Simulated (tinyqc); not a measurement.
Non-radiative capture by multiphonon emission, one effective mode: one step, computed by the program tinyqc.

The initial state (free carrier plus empty centre) lies dE above the final state; both have the same frequency and are displaced by dQ.

Question. Geometry of the two curves. dQ = sqrt(2 S (hbar^2/u)/hbar omega); relaxation energy lambda = S hbar omega; phonons needed P = dE/hbar omega; classical barrier E_b = (dE - lambda)^2/(4 lambda); occupation n = 1/(exp(hbar omega/k_B T) - 1).

Inputs (values chosen for the exercise, with mass, screening and phonons like those of GaSb):

| quantity | value | unit |
|---|---|---|
| energy released dE | 0.0875 | eV |
| phonon energy hbar omega | 14.3 | meV |
| Huang-Rhys factor S | 2.25 | - |
| temperature T | 77 | K |

Centre: neutral.

Constants: hbar^2/u = 4.18015928e-03 eV angstrom^2; k_B = 8.617333262e-05 eV/K.

Give: dQ; lambda; P; classical barrier E_b; occupation n.

Answer.

dQ = 1.1469 u^(1/2) angstrom

lambda = 0.032175 eV

P = 6.1189

classical barrier E_b = 0.023783 eV

occupation n = 0.13108

dE exceeds lambda: the inverted case usual for deep centres, in which the curves cross on the far side of the initial minimum.
